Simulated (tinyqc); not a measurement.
Inside a calculation. Method: G0W0 on RHF in the 6-311g basis, for H2, spin multiplicity 1. One step of it, computed by the program tinyqc.

Problem. Screening: direct RPA. With D = e_a - e_i and K = (ia|jb): diagonalise D^(1/2) (D + 4K) D^(1/2) = Z w^2 Z^T; X + Y = D^(1/2) Z w^(-1/2), each column of Z with its largest component positive (the first on a tie); E_c = (sum w - tr (D + 2K)) / 2.

orbital energies (hartree): [-0.629289, 0.183301, 0.298059, 0.698988, 2.269942, 2.919888]

Two-electron integrals over orbitals (pq|rs), unique and non-zero (hartree):
```
(11|11) 0.691166    (21|21) 0.035374    (22|11) 0.337075    (22|22) 0.291806
(31|11) -0.140952   (31|22) -0.019307   (31|31) 0.054374    (32|21) 0.024435
(32|32) 0.044915    (33|11) 0.367807    (33|22) 0.271141    (33|31) -0.033191
(33|33) 0.282235    (41|21) -0.054762   (41|32) -0.015330   (41|41) 0.104373
(42|11) -0.129682   (42|22) -0.038211   (42|31) 0.033175    (42|33) -0.042318
(42|42) 0.046880    (43|21) 0.020796    (43|32) 0.016650    (43|41) -0.033373
(43|43) 0.018987    (44|11) 0.520999    (44|22) 0.321243    (44|31) -0.079452
(44|33) 0.316671    (44|42) -0.099517   (44|44) 0.452192    (51|11) -0.118969
(51|22) -0.006245   (51|31) 0.058498    (51|33) -0.025481   (51|42) 0.019854
(51|44) -0.053597   (51|51) 0.104773    (52|21) 0.003484    (52|32) 0.000847
(52|41) -0.003866   (52|43) -0.004732   (52|52) 0.008415    (53|11) 0.123955
(53|22) 0.027022    (53|31) -0.041729   (53|33) 0.036314    (53|42) -0.031048
(53|44) 0.074282    (53|51) -0.051180   (53|53) 0.039623    (54|21) -0.008535
(54|32) -0.022641   (54|41) -0.002942   (54|43) 0.001549    (54|52) -0.011777
(54|54) 0.034129    (55|11) 0.665780    (55|22) 0.325033    (55|31) -0.136661
(55|33) 0.359568    (55|42) -0.118665   (55|44) 0.494487    (55|51) -0.141523
(55|53) 0.129305    (55|55) 0.674979    (61|21) -0.027870   (61|32) 0.009937
(61|41) 0.072699    (61|43) -0.029642   (61|52) 0.016136    (61|54) -0.044645
(61|61) 0.110952    (62|11) -0.022252   (62|22) 0.012171    (62|31) 0.017886
(62|33) 0.002045    (62|42) -0.000750   (62|44) -0.002736   (62|51) 0.030851
(62|53) -0.011282   (62|55) -0.028677   (62|62) 0.015857    (63|21) 0.025457
(63|32) 0.003806    (63|41) -0.051394   (63|43) 0.016990    (63|52) -0.002389
(63|54) 0.014003    (63|61) -0.053653   (63|63) 0.033146    (64|11) 0.157048
(64|22) 0.017672    (64|31) -0.061585   (64|33) 0.039877    (64|42) -0.036174
(64|44) 0.088938    (64|51) -0.081504   (64|53) 0.050531    (64|55) 0.164171
(64|62) -0.028721   (64|64) 0.087926    (65|21) 0.062102    (65|32) 0.015370
(65|41) -0.122272   (65|43) 0.046687    (65|52) -0.012212   (65|54) 0.037987
(65|61) -0.139327   (65|63) 0.081313    (65|65) 0.215350    (66|11) 0.738473
(66|22) 0.344991    (66|31) -0.167148   (66|33) 0.375691    (66|42) -0.141485
(66|44) 0.554126    (66|51) -0.196266   (66|53) 0.157673    (66|55) 0.755921
(66|62) -0.044469   (66|64) 0.217167    (66|66) 0.896708
```

Give: D^(1/2) (D + 4K) D^(1/2); excitation energies w; X + Y; RPA correlation energy.

Solution.

D^(1/2) (D + 4K) D^(1/2) (hartree^2), order 1>2, 1>3, 1>4, 1>5, 1>6:
```
[[0.775, 0.000, -0.228, 0.000, -0.189],
 [0.000, 1.062, 0.000, 0.384, 0.000],
 [-0.228, 0.000, 2.319, 0.000, 0.631],
 [0.000, 0.384, 0.000, 9.621, 0.000],
 [-0.189, 0.000, 0.631, 0.000, 14.172]]
```

excitation energies w (hartree): [0.861, 1.022, 1.522, 3.104, 3.769]

X + Y, order 1>2, 1>3, 1>4, 1>5, 1>6:
```
[[0.962, 0.000, -0.102, 0.000, -0.007],
 [0.000, 0.952, 0.000, 0.024, 0.000],
 [0.174, 0.000, 0.924, 0.000, 0.032],
 [0.000, -0.075, 0.000, 0.965, 0.000],
 [0.015, 0.000, -0.084, 0.000, 0.969]]
```

RPA correlation energy = -0.02870 hartree
